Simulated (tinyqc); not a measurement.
Koster-Slater impurity in a tight-binding band, by Green functions and by supercells: one step, computed by the program tinyqc. Command: `OMP_NUM_THREADS=1 python tinyqc.py 3005417 3005418 out.jsonl kosterslater walk`. One thread of a shared host (Intel(R) Xeon(R) Processor @ 2.30GHz), about 0.02 s of CPU time with the checks.

One orbital per site, e(k) = -2 t sum cos(k_i) over 2 direction(s), band from -4 t to 4 t, lattice constant 1. One site has the extra energy U. Spin is left out.

Problem. Scattering. T = U/(1 - U G0); phase shift delta = -arg(1 - U G0) in (-pi, pi]; host density of states -Im G0/pi; on the impurity -Im[G0/(1 - U G0)]/pi; lifetime of a band state hbar/(-2 c Im T).

Inputs (values chosen for the exercise, for a model band): impurity potential U = -4.03 eV; impurity concentration c = 0.002 per site.

Lattice: square.

G0(E + i eta) = -0.1111642-0.2781806i 1/eV

Constants: hbar = 6.582119569e-16 eV s.

Give: T matrix; phase shift delta; host density of states; density of states on the impurity; scattering lifetime.

Solution.

T matrix = -1.425-2.893i eV

phase shift delta = 1.113 rad

host density of states = 0.08855 1/eV

density of states on the impurity = 0.05671 1/eV

scattering lifetime = 56.87 fs

The Born approximation would take Im T = U^2 Im G0 = -4.52 eV, 1.56 times the full value.
